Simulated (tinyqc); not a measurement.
Floating body of a partially depleted SOI transistor: body voltage and kink: two steps of the calculation.

Source at 0 V. Channel current Ic = 2 nf K Vt^2 [F(0) - F(Vd)](1 + la Vd), F(V) = ln^2(1 + exp((Vg - VT - nf V)/(2 nf Vt))), VT = VT0 - gb Vb. Saturation voltage Vs = 2 Vt sqrt(F(0)) + 3 Vt, excess Ve = (Vd - Vs + sqrt((Vd - Vs)^2 + 0.0004 V^2))/2, multiplication M1 = Ai Ve exp(-Bl/Ve). Each junction passes D(v) = J1 (exp(v/Vt) - 1) + J2 (exp(v/(2 Vt)) - 1). Bipolar current Ib = bb J1 (exp(Vb/Vt) - 1). The body settles where M1 (Ic + Ib) = D(Vb) + D(Vb - Vd) + Vb/Rb; drain current Id = (1 + M1)(Ic + Ib) - D(Vb - Vd).

Parameters, values chosen for the exercise; values of the order met in partially depleted silicon-on-insulator transistors: temperature T = 358 K; threshold at zero body voltage VT0 = 0.47 V; fall of the threshold per volt of body voltage gb = 0.12; slope factor nf = 1.47; gain factor per width K = 460 uA/(V^2 um); channel-length modulation factor la = 0.04 1/V; impact-ionisation prefactor Ai = 1.59 1/V; impact-ionisation voltage Bl = 5.1 V; diffusion saturation current of each junction J1 = 3e-10 uA/um; recombination saturation current of each junction J2 = 3.7e-8 uA/um; gain of the lateral bipolar transistor on the diffusion current bb = 3; resistance of a weak body tie to the source (1e9 stands for no tie, and the term is then dropped) Rb = 1e9 kohm um; gate voltage Vg = 0.67 V; drain voltage Vd = 1.9 V.

Constants: q = 1.602176634e-19 C, kB = 1.380649e-23 J/K, Vt = kB T/q. Results are converted to the units shown.

Problem 1. New Vb. Current into the body I_in = M1 (Ic + Ib) - D(Vb - Vd), current out I_out = D(Vb) + Vb/Rb; f = ln(I_in/I_out), s = df/dVb by central differences over 1e-5 V, Vb(new) = Vb - f/s.

Vb at the start = 0.8 V

Give: Ic; Ve; M1; I_in; I_out; f; s; Vb after iteration 1.

Solution 1.

Ic = 15.09 uA/um
Ve = 1.604 V
M1 = 0.1061
I_in = 19.05 uA/um
I_out = 54.87 uA/um
f = -1.058
s = -2.858 1/V
Vb after iteration 1 = 0.4300 V

Problem 2. Drain current with floating and with grounded body. Id and VT at the converged Vb, Id at Vb = 0, their ratio, and the bipolar share Ib/(Ic + Ib).

converged Vb = 0.70124020 V

Find: VT; Id, floating; Id, grounded; ratio; bipolar share.

Solution 2.

VT = 0.3859 V
Id, floating = 22.90 uA/um
Id, grounded = 8.302 uA/um
ratio = 2.758
bipolar share = 32.42 %

The body rises to 0.701 V and lowers the threshold by 84.1 mV.

Range of the model: The multiplication law is an empirical form chosen for the exercise; self-heating and capacitive coupling to the body are left out, and the linear laws are rough once Vb passes about 0.7 V or M1 about 0.1.

Program tinyqc, `OMP_NUM_THREADS=1 python tinyqc.py 2182204 2182205 out.jsonl`; Intel Xeon 2.30GHz, shared host, one thread, about 0.2 s.
